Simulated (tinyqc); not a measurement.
Solid solubility of a dopant against its melt (retrograde solidus), clustering and the electrically active fraction: one step, computed by the program tinyqc.

Problem. Liquidus and solidus at T. x_l and x_s are atom fractions of the dopant in melt and solid; the solid is dilute. Liquidus of the host: R T ln(1 - x_l) + L x_l^2 = -H_f (1 - T/T_m). Distribution: k = x_s/x_l = exp[L (1 - x_l)^2/(R T)] exp(S/k_B - H/(k_B T)), the first factor being the activity coefficient in the melt. Solubility = x_s N0; at T_m x_l = 0.

Inputs (values chosen for the exercise, for a model dopant):

| quantity | value | unit |
|---|---|---|
| melting point of the host T_m | 1687 | K |
| heat of melting of the host H_f | 50.2 | kJ/mol |
| interaction L of the melt | -10 | kJ/mol |
| enthalpy of transfer from melt to solid H | 1.47 | eV |
| entropy of transfer S | 3.24 | k_B |
| site density N0 | 5e+22 | 1/cm^3 |
| temperature T | 1455 | K |

Constants: R = 8.314462618 J/(mol K); k_B = 8.617333262e-05 eV/K.

Give: x_l; distribution coefficient k; x_s; solubility; k at the melting point.

Solution.

x_l = 0.3679

distribution coefficient k = 1.486e-04

x_s = 5.467e-05

solubility = 2.733e+18 1/cm^3

k at the melting point = 5.081e-04

k has changed by a factor 0.29 from its value at T_m, while x_l has grown from 0 to 0.368.
